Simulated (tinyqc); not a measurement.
Worked calculation: LDA (VWN5) atom on a uniform radial grid, spin-unpolarised, for Li. Computed by tinyqc, a small Python program that keeps every step. Settings: Z = 3, points = 192, R = 12.8, functional = lda,vwn, mixing = 0.2, iteration cap = 50. Command: `OMP_NUM_THREADS=1 python tinyqc.py 26929 26930 out.jsonl` (the two numbers bound the seeds that draw the settings). One thread of a shared host (Intel(R) Xeon(R) Processor @ 2.60GHz), about 0.7 s of CPU time with the checks.

Spherical atom on a uniform radial grid r_j = j h with h = R/(N + 1), h sum u^2 = 1 and integrals as h times sums, u(0) = u(R) = 0 (atomic units):
```
parameter            value
Z                        3
points N               192
R                12.800000
h                 0.066321
mixing            0.200000
electrons in 1s          2
electrons in 2s          1
```

Three-point differences turn -u''/2 + [l(l+1)/2r^2 - Z/r + V] u = e u into a tridiagonal matrix (diagonal 1/h^2 + potential, off-diagonal -1/2h^2). D = sum f u^2; the Hartree potential y/r solves y'' = -D/r with y(0) = 0, y(R) = N_e; v_xc comes from rho = D/(4 pi r^2); E = sum f e - int D V + int D (V_H/2 + eps_xc); V(new) = V + mixing (V_H + v_xc - V).

Stop when input and output potentials agree to 1e-7.

Course of the cycle (hartree):
```
iteration           E     e(1s)     e(2s)  largest |V(out) - V(in)|
1          -6.8352654  -4.45633  -1.12223                  4.27e+00
2          -6.9847816  -3.81989  -0.85499                  3.24e+00
3          -7.0831803  -3.33565  -0.65957                  2.44e+00
4          -7.1468734  -2.96791  -0.51625                  1.83e+00
5          -7.1875154  -2.68918  -0.41078                  1.37e+00
6          -7.2131352  -2.47834  -0.33291                  1.03e+00
7          -7.2291200  -2.31920  -0.27521                  7.64e-01
8          -7.2390070  -2.19935  -0.23233                  5.67e-01
9          -7.2450780  -2.10929  -0.20037                  4.19e-01
10         -7.2487840  -2.04178  -0.17647                  3.09e-01
11         -7.2510363  -1.99129  -0.15857                  2.28e-01
...               ...       ...       ...                       ...
40         -7.2544931  -1.84821  -0.10456                  1.38e-04
41         -7.2544931  -1.84822  -0.10456                  1.17e-04
42         -7.2544931  -1.84823  -0.10456                  9.78e-05
43         -7.2544931  -1.84824  -0.10456                  8.17e-05
44         -7.2544931  -1.84825  -0.10456                  6.81e-05
45         -7.2544931  -1.84826  -0.10456                  5.66e-05
46         -7.2544931  -1.84827  -0.10456                  4.69e-05
47         -7.2544931  -1.84827  -0.10456                  3.88e-05
48         -7.2544931  -1.84828  -0.10456                  3.20e-05
49         -7.2544931  -1.84828  -0.10457                  2.64e-05
50         -7.2544931  -1.84829  -0.10457                  2.17e-05
```

Can the last value be used, and what does the course show?

Not by the stop rule, although the second column moves by less than 1e-07 over the last three steps; and the uniform grid itself carries an error of order h^2 at the cusp, far above the threshold. Not converged within 50 iterations: the residual falls steadily but slowly, by a factor of about 0.83 a step. Reruns (cap 100 unless said): mixing 0.3: converged in 49; mixing 0.6: converged in 20; the original settings with a cap of 400: converged in 77. Even converged, this uniform grid resolves the cusp poorly and misses the energy of the atom.
